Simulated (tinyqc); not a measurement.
Comparisons within one model: Fermi-Dirac statistics of conduction electrons. A value that a table varies takes the place of the one given here.

Non-parabolic band E (1 + alpha E) = c k^2/m: n = Nc (2/sqrt(pi)) integral_0^infinity sqrt(x (1 + a x)) (1 + 2 a x) dx/(1 + exp(x - eta)) with a = alpha kT and eta = (EF - Ec)/kT; a = 0 gives n = Nc F_1/2(eta).

Constants: hbar^2/2m0 = 3.80998211 eV angstrom^2; kB = 8.617333262e-05 eV/K.

Values chosen for the exercise (near those of GaN, lowest valleys alone; shifted at random, so the results belong to these values and not to a real crystal): m = 0.199 m0 (density-of-states mass of the conduction band); T = 300 K; alpha = 0.19 1/eV (non-parabolicity); n = 5.6e+19 1/cm^3 (electron density).

## Parabolic against non-parabolic filling

N = 2 (m kB T/(4 pi c))^(3/2) with c = hbar^2/2m0, in 1/angstrom^3; times 1e24 for 1/cm^3. k_F = (3 pi^2 n)^(1/3) and the energy E0 that solves E (1 + alpha E) = c k_F^2/m give the limit of zero temperature.

EF - Ec (meV):
```
n (1/cm^3),parabolic,non-parabolic,"non-parabolic, 0 K"
2.0e+17,-61.5,-62.0,6.3
9.0e+17,-19.8,-20.3,17.0
3.0e+18,19.8,18.9,37.8
1.0e+19,77.6,75.6,83.7
3.0e+19,173.7,167.5,171.3
1.0e+20,393.4,367.0,368.9
```

What does this show?

Non-parabolicity lowers EF by 0.5 meV at the lowest density and by 26.4 meV at the highest, where alpha (EF - Ec) = 0.07. Temperature lowers EF below its 0 K value by 68.2 meV at the lowest density and by 2.0 meV at the highest. EF enters the band between 9e+17 and 3e+18 1/cm^3.

## What moves the Fermi level

N = 2 (m kB T/(4 pi c))^(3/2) with c = hbar^2/2m0, in 1/angstrom^3; times 1e24 for 1/cm^3. Each row changes one parameter from the base and keeps the others.

Results:
```
case,parabolic EF - Ec (meV),non-parabolic EF - Ec (meV)
base,266.13,253.12
m = 0.1791 m0,296.15,280.37
T = 275 K,266.47,253.55
n = 2.8e+19 1/cm^3,165.57,159.87
alpha = 0.285 1/eV,266.13,247.43
```

What does this show?

The largest shifts from the base row, up to three for each result and ties (the steps differ in size, so this ranks the rows, not the parameters). parabolic EF - Ec (meV): n -100.56, m +30.01, T +0.34; unchanged at the printed digits by alpha. non-parabolic EF - Ec (meV): n -93.25, m +27.25, alpha -5.69.

Program tinyqc; command `OMP_NUM_THREADS=1 python tinyqc.py 1682209 1682210 out.jsonl`; about 0.01 s on one thread of a shared Intel(R) Xeon(R) Processor @ 2.30GHz.
